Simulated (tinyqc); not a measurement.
## Loss and coupling from a measured resonance

Question. An all-pass ring of radius Rr has F = FSR/FWHM = pi sqrt(a t)/(1 - a t) and Tmin = (a - t)^2/(1 - a t)^2; it is known to be overcoupled (t < a). a = 10^(-al L/20), L = 2 pi Rr, k2 = 1 - t^2, FSR = lam^2/(ng L). Find ng, al and k2.

Parameters, values chosen for the exercise:
- lam = 1310 nm (cold resonance wavelength)
- Rr = 5 um (ring radius)

FSR = 12.88329235 nm
FWHM = 23.81217380 pm
Tmin (linear) = 0.01971388370

Solution. The finesse gives the product a t, Tmin the difference |a - t|; the spectrum alone cannot tell which is which.

ng = 4.240
al = 6.900 dB/cm
k2 = 0.006600

Numbers from tinyqc (`OMP_NUM_THREADS=1 python tinyqc.py 2650001 2650002 out.jsonl`; about 0.01 s on one thread of a shared Intel Xeon 2.30GHz).
